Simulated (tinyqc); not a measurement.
# MOS structure on a p-type body, non-linear Poisson equation by Newton steps: what changes with what

One dimension, insulator interface at x = 0, acceptor density Na, uniform, net doping C = -(acceptor density). psi is counted from the intrinsic level: n = ni exp((psi - Vb)/Vt), p = ni exp(-psi/Vt); deep in the body psi_b = -Vt ln(Na/ni). The gate acts through Cox = eps0 eox/tox and has the potential psi_G = Vg - (phiM - chi - Vt ln(Nc/ni)). Boltzmann statistics, full ionisation, classical densities, no oxide or interface charge.

Inputs (values chosen for the exercise); band and dielectric values close to those of germanium: temperature T = 300 K; band gap Eg = 0.659 eV; relative permittivity eps_r = 15.8; conduction-band density of states at T Nc = 1.02e19 cm^-3; valence-band density of states at T Nv = 6e18 cm^-3; electron affinity chi = 4.06 eV; acceptor density deep in the body Na = 2.1e17 cm^-3; relative permittivity of the gate insulator (close to zirconium oxide) eox = 24.9; insulator thickness tox = 5.1 nm; gate work function phiM = 4.43 eV; electron quasi-Fermi potential against the body Vb = 0.9 V.

Constants: q = 1.602176634e-19 C, kB = 1.380649e-23 J/K, Vt = kB T/q, eps0 = 8.8541878128e-14 F/cm where lengths are in cm. Results are converted to the units shown.

Each table varies one quantity; the others keep the values above.

## Charge and capacitance against gate voltage

ni = sqrt(Nc Nv) exp(-Eg/(2 Vt)), Eg in volts. The Poisson equation d/dx(eps0 eps_r dpsi/dx) = -q (p - n + C), with eps0 eps_r dpsi/dx = -Cox (psi_G - psi_0) at x = 0, is solved on a mesh of about 600 nodes or more. N_inv is the integral of n less its value deep in the body. C_LF = Cox (1 - dpsi_0/dVg) with all carriers following; C_HF is the same with the electron quasi-Fermi level shifting uniformly so that N_inv stays fixed. The centroid is that of the same excess.

Charge and capacitance against gate voltage:
```
Vg (V),psi_0 - psi_b (V),N_inv (cm^-2),C_LF/Cox,C_HF/Cox,centroid (nm)
0.99,1.12,1.31e6,0.0328,0.0328,1.16
1.13,1.25,2.33e8,0.0313,0.0310,1.09
1.27,1.39,3.96e10,0.0788,0.0295,1.03
1.41,1.48,1.20e12,0.589,0.0288,0.886
1.56,1.53,4.08e12,0.799,0.0287,0.707
1.7,1.55,7.24e12,0.866,0.0287,0.592
1.84,1.56,1.06e13,0.899,0.0287,0.511
1.98,1.58,1.40e13,0.920,0.0287,0.451
2.13,1.59,1.78e13,0.934,0.0287,0.402
```

N_inv goes from 1.31e6 to 1.78e13 cm^-2 and passes 2e11 cm^-2 at Vg = 1.32 V. Below threshold it takes 62.2 mV a decade between Vg = 0.99 and 1.13 V, against Vt ln 10 = 59.5 mV. C_LF/Cox is lowest, 0.0313, at Vg = 1.13 V among the rows listed and ends at 0.934, while C_HF/Cox ends at 0.0287. Between the last two rows q dN_inv/dVg is 0.927 Cox. Where the classical centroid is under about 2 nm, confinement would move the charge away from the interface and raise the threshold. Above about 2e12 cm^-2 degeneracy matters too.

## Effect of the acceptor density deep in the body on threshold, swing and body effect

VT is the Vg at which N_inv = 2e11 cm^-2. m = 1/(dpsi_0/dVg) at N_inv = 1e8 cm^-2; the swing is the Vg between N_inv = 1e8 and 1e9 cm^-2; body coefficient [VT(Vb + 0.05 V) - VT(Vb)]/0.05 V - 1.

Effect of the acceptor density deep in the body on threshold, swing and body effect:
```
Na (cm^-3),VT (V),psi_0 - psi_b at VT (V),m - 1,swing (mV/decade),body coefficient
5.2e16,1.26,1.38,0.0166,61.2,0.0241
7.7e16,1.27,1.39,0.0200,61.4,0.0273
1.1e17,1.29,1.41,0.0238,61.6,0.0308
1.7e17,1.31,1.42,0.0293,61.9,0.0360
2.4e17,1.33,1.44,0.0346,62.3,0.0409
3.6e17,1.35,1.45,0.0421,62.7,0.0478
5.2e17,1.38,1.47,0.0503,63.2,0.0554
```

What does the comparison show?

As Na goes from 5.2e16 to 5.2e17, VT rises from 1.26 to 1.38 V, the swing rises from 61.2 to 63.2 mV/decade and the body coefficient rises from 0.0241 to 0.0554. The swing stays within 1.2 % of m Vt ln 10, and the body coefficient within 0.0075 of m - 1.

Computed by the program tinyqc: `OMP_NUM_THREADS=1 python tinyqc.py 2080021 2080022 out.jsonl`, one thread of a shared Intel Xeon 2.30GHz, about 0.3 s for the whole run.
